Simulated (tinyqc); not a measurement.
Inside a calculation. Method: plane-wave Kohn-Sham cycle with exchange-only LDA in a layered model solid. One step of it, computed by the program tinyqc.

Question. Iteration 1: potential. V_H(G) = 4 pi rho(G)/G^2 for G != 0 (uniform background); v_x = -(3 rho/pi)^(1/3); V = V_ext + V_H + v_x; Fourier components f(G_m) = (1/N) sum_j f(x_j) exp(-i G_m x_j).

A solid whose potential varies along x alone (atomic units):
```
parameter                      value
period a                    4.600000
cross-section of the cell  33.000000
electrons per cell                 4
grid points                       16
plane waves -n..n, n               3
k points                           2
V1 in V1 cos(2 pi x/a)     -0.640000
```

density at the start, on the grid x_j = j a/N (e/bohr^3): 0.02635046  0.02635046  0.02635046  0.02635046  0.02635046  0.02635046  0.02635046  0.02635046  0.02635046  0.02635046  0.02635046  0.02635046  0.02635046  0.02635046  0.02635046  0.02635046

Give: Potentials on the grid; V(G_m), m = 0, 1, 2, ....

Answer.

Potentials on the grid (hartree):
```
x       V_ext    V_H     v_x       V
0.000  -0.640  0.000  -0.293  -0.933
0.287  -0.591  0.000  -0.293  -0.884
0.575  -0.453  0.000  -0.293  -0.746
0.863  -0.245  0.000  -0.293  -0.538
1.150       0  0.000  -0.293  -0.293
1.438   0.245  0.000  -0.293  -0.048
1.725   0.453  0.000  -0.293   0.160
2.013   0.591  0.000  -0.293   0.298
2.300   0.640  0.000  -0.293   0.347
2.587   0.591  0.000  -0.293   0.298
2.875   0.453  0.000  -0.293   0.160
3.163   0.245  0.000  -0.293  -0.048
3.450       0  0.000  -0.293  -0.293
3.737  -0.245  0.000  -0.293  -0.538
4.025  -0.453  0.000  -0.293  -0.746
4.312  -0.591  0.000  -0.293  -0.884
```

V(G_m), m = 0, 1, 2, ... (hartree): -0.293  -0.320  0.000  0.000  0.000  0.000  0.000
